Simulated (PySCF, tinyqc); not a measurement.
Worked calculation: RKS/BLYP in the sto-6g basis, for H3+, spin multiplicity 1. The lowest restricted solution is unstable here: a spin-polarised one lies 0.0004 hartree lower (PySCF). One step of it, computed by the program tinyqc.

Task: Iteration 2: DIIS coefficients. Solve [B -1; -1 0][c; lambda] = [0; -1] for the coefficients, which sum to one.

B (overlaps of the stored error matrices):
```
                1               2
1   6.1963730e-02  -4.4690963e-02
2  -4.4690963e-02   3.2267403e-02
```

Give: DIIS coefficients.

Result:

DIIS coefficients: 0.4191  0.5809
